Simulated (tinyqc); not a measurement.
Changing the temperature T: concentration-dependent dopant diffusion with charged defects and the built-in field. Computed by tinyqc, a small Python program. Command: `OMP_NUM_THREADS=1 python tinyqc.py 3004456 3004457 out.jsonl extrinsic sweep`. One thread of a shared host (Intel(R) Xeon(R) Processor @ 2.30GHz), about 0.8 s of CPU time with the checks.

A constant source C_s feeds a half space. The dopant moves through neutral point defects and through charged ones, whose number grows with the majority carrier density n.

Inputs (values chosen for the exercise, modelled on phosphorus in silicon): neutral prefactor D0x = 3.34 cm^2/s; neutral activation energy E0 = 3.65 eV; singly charged prefactor D01 = 4.75 cm^2/s; activation energy E1 = 4.01 eV; doubly charged prefactor D02 = 47.2 cm^2/s; activation energy E2 = 4.35 eV; surface concentration C_s = 4.3e+19 1/cm^3; junction level C_B = 2.3e+16 1/cm^3; time t = 6500 s.

Field enhancement: on.

Constants: k_B = 8.617333262e-05 eV/K.

Method:
- n_i = 3.87e16 T^1.5 exp(-7014/T) per cm^3 (T in kelvin, an empirical form); each D = prefactor x exp(-E/(k_B T)); the intrinsic diffusivity D_i is their sum.
- Temperatures in kelvin are T(C) + 273.15.
- n = C/2 + sqrt(C^2/4 + n_i^2); D(C) = h [Dx + D1 (n/n_i) + D2 (n/n_i)^2], h = 1 + C/sqrt(C^2 + 4 n_i^2).
- With y = x/sqrt(D_s t), u = C/C_s and q = -(D/D_s) du/dy: du/dy = -q D_s/D, dq/dy = -(y/2) q D_s/D, u(0) = 1. The surface flux q(0) is shot so that u tends to 0 (LSODA, an adaptive multistep solver, relative tolerance 1e-10). Dose Q = 2 q(0) C_s sqrt(D_s t).
- The junction lies where C = C_B.

One run for each value:
```
temperature T (C)  junction depth x_j (nm)  enhancement D_s/D_i  n_i (1/cm^3)  intrinsic diffusivity D_i (cm^2/s)
850                                     62                7.456     2.826e+18                           1.461e-16
900                                    133                5.890     3.937e+18                           7.354e-16
950                                    271                4.826     5.352e+18                           3.251e-15
1000                                   522                4.075     7.119e+18                           1.281e-14
1050                                   962                3.526     9.288e+18                           4.560e-14
1100                                  1700                3.107     1.191e+19                           1.483e-13
1150                                  2896                2.776     1.504e+19                           4.449e-13
```

What does the table show, and why?

Over the rows, junction depth x_j (nm) rises from 61.9 to 2900; enhancement D_s/D_i falls from 7.46 to 2.78. The enhancement drops as T rises, because n_i grows relative to C_s.

Caution (all rows): at such concentrations dopants can cluster or exceed their solubility; the active fraction and the diffusivity then fall below the model.
